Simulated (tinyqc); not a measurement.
# Voltage acceleration of oxide breakdown, four models on the same data: effect of the use temperature

Field E = V/tox in MV/cm. Models: ln(t63/1 s) = a - c X with X = E (E model), -1/E (1/E model), ln V (power law, c the exponent n) or sqrt(E).

With a and c fitted to the stress data, the voltage for ten years solves a - c X + ln(temperature factor times ks) = ln 3.15576e8; temperature factor exp[(Ea q/kB)(1/Tu - 1/Ts)].

Values chosen for this exercise: oxide thickness tox = 7 nm; stress temperature Ts = 373 K; activation energy Ea = 0.97 eV; factor for area and percentile ks = 2e-6.

Constants: q = 1.602176634e-19 C, kB = 1.380649e-23 J/K. Results are converted to the units shown.

```
model	c	a
E	3.41541	39.3037
1/E	371.005	-32.6420
power	35.8433	74.5592
sqrt E	22.1659	75.0776
```

Result of one run:
```
Tu (K)	temperature factor	V for ten years, E (V)	V for ten years, 1/E (V)	V for ten years, power (V)	V for ten years, sqrt E (V)
398	0.1502	0.9665	3.863	3.050	2.336
```

What becomes of these results when the use temperature Tu is changed from 398 to 358 K, all else the same?

Result of the changed run:
```
Tu (K)	temperature factor	V for ten years, E (V)	V for ten years, 1/E (V)	V for ten years, power (V)	V for ten years, sqrt E (V)
358	3.541	1.614	4.053	3.331	2.715
```

The whole series:
```
Tu (K)	temperature factor	V for ten years, E (V)	V for ten years, 1/E (V)	V for ten years, power (V)	V for ten years, sqrt E (V)
273	6.321e4	3.621	4.785	4.377	4.069
298	1988	2.912	4.498	3.975	3.559
328	62.82	2.204	4.244	3.609	3.084
358	3.541	1.614	4.053	3.331	2.715
378	0.6709	1.273	3.951	3.180	2.512
398	0.1502	0.9665	3.863	3.050	2.336
423	0.02824	0.6239	3.769	2.911	2.147
```

The temperature factor falls from 63200 to 0.0282, and the allowed voltage by 82.8 % in the E model and 21.2 % in the 1/E model: the steeper a model is near use conditions, the less voltage a given factor in time costs.

Range of the model: All four laws are empirical fits; none is established far below the stress range.

Numbers from tinyqc (`OMP_NUM_THREADS=1 python tinyqc.py 2070018 2070019 out.jsonl`; about 0.01 s on one thread of a shared Intel Xeon 2.30GHz).
